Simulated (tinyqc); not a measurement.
# Changing the pH

Model: potential-pH (Pourbaix) lines of a metal, its cation, its oxide and an oxyanion, with a complexing ligand. Computed by tinyqc, a small Python program. Command: `OMP_NUM_THREADS=1 python tinyqc.py 3012718 3012719 out.jsonl pourb sweep`. One thread of a shared host (Intel(R) Xeon(R) Processor @ 2.30GHz), about 0.01 s of CPU time with the checks.

Potentials are against the standard hydrogen electrode; solids and water have unit activity; dG_f of M, H+ and the electron is zero; F = e N_A and s = R T ln(10)/F. The cation carries z = 2.

Inputs (values chosen for the exercise, modelled on nickel):

| quantity | value | unit |
|---|---|---|
| dG_f of the cation | -45.01 | kJ/mol |
| dG_f of the oxide | -211.28 | kJ/mol |
| dG_f of the oxyanion | -284.56 | kJ/mol |
| dG_f of water | -237.14 | kJ/mol |
| temperature T | 298.15 | K |
| log10 of the dissolved activity a | -3 | - |
| potential E | 0.96 | V |
| log10 of the stability constant beta of ML | 7.1 | - |
| pKa of HL | 7 | - |
| total ligand c_L | 0.25 | mol/L |
| limiting current density i_L | 0.00011 | A/cm^2 |
| molar volume V_m | 6.59 | cm^3/mol |

Species: M, M2+, MO, MO2(2-).

exchange current densities, metal and cathodic (A/cm^2): 2.2e-05  2.4e-12

Tafel slopes, anodic and cathodic (mV/decade): 90  145

Constants: R = 8.314462618 J/(mol K); e = 1.602176634e-19 C; N_A = 6.02214076e+23 1/mol.

Method:
- M2+ + 2e = M; MO + 2H+ + 2e = M + H2O; MO2(2-) + 4H+ + 2e = M + 2H2O. For each, E0 = -dG/(z F), and E = E0 + (s/z) log10 a - (s n_H/z) pH, with no activity term for the oxide.
- The metal is stable below the lowest of the three lines; above it, the species of the lowest line is stable. Water lines at 1 bar: hydrogen E = -s pH, oxygen E = -dG_f(water)/(2F) - s pH.
- The free ligand is c_L/(1 + 10^(pKa - pH)) (ligand in excess); dissolved metal is a in all, so the free cation is a/alpha, alpha = 1 + beta [L]; the cation line drops by (s/z) log10 alpha.
- Anodic i = i0a 10^((E - E_a)/b_a) with E_a the cation line with ligand; cathodic i = i0c 10^((E_c - E)/b_c) with E_c the oxygen line; supply caps the cathodic current, 1/i_c = 1/i(Tafel) + 1/i_L. E_corr makes the two currents equal. Without the cap it would be [b_c E_a + b_a E_c + b_a b_c log10(i0c/i0a)]/(b_a + b_c). Rate = i V_m/(z F). Films are left out.

One run for each value:

| pH | upper limit of immunity (V) | cation line with ligand (V) | corrosion potential E_corr (V) | etch rate (nm/min) | log10 alpha |
|---|---|---|---|---|---|
| 1.0 | -0.3220 | -0.3403 | -0.2775 | 2.243 | 0.618 |
| 2.5 | -0.3220 | -0.3812 | -0.3187 | 2.231 | 2.002 |
| 4.0 | -0.3220 | -0.4254 | -0.3633 | 2.209 | 3.498 |
| 5.5 | -0.3220 | -0.4694 | -0.4081 | 2.165 | 4.984 |
| 7.0 | -0.3220 | -0.5053 | -0.4458 | 2.063 | 6.197 |
| 8.5 | -0.3688 | -0.5138 | -0.4611 | 1.737 | 6.484 |
| 10.0 | -0.4576 | -0.5142 | -0.4772 | 1.160 | 6.498 |
| 11.5 | -0.5463 | -0.5142 | -0.5016 | 0.622 | 6.498 |
| 13.0 | -0.6437 | -0.5142 | -0.5311 | 0.292 | 6.498 |

Over the rows, upper limit of immunity (V) falls from -0.322 to -0.644, flat over part of the range; cation line with ligand (V) falls from -0.340 to -0.514; corrosion potential E_corr (V) falls from -0.278 to -0.531.

Caution (all rows): other oxidation states, hydroxides and hydrides are left out, and the lines say nothing of rates. Caution (rows 1.00, 2.50, 4.00, 5.50, 7.00): E_corr lies below the hydrogen line, so hydrogen evolution, left out here, adds cathodic current. Caution (rows 11.5): at this pH the oxide, not the cation, is the stable product, and a film would cut the rate. Caution (rows 11.5, 13.0): so near the reversible potential the back reaction matters and the Tafel form fails. Caution (rows 13.0): at this pH the oxyanion, not the cation, is the stable product, so this anodic line is not the one that acts.
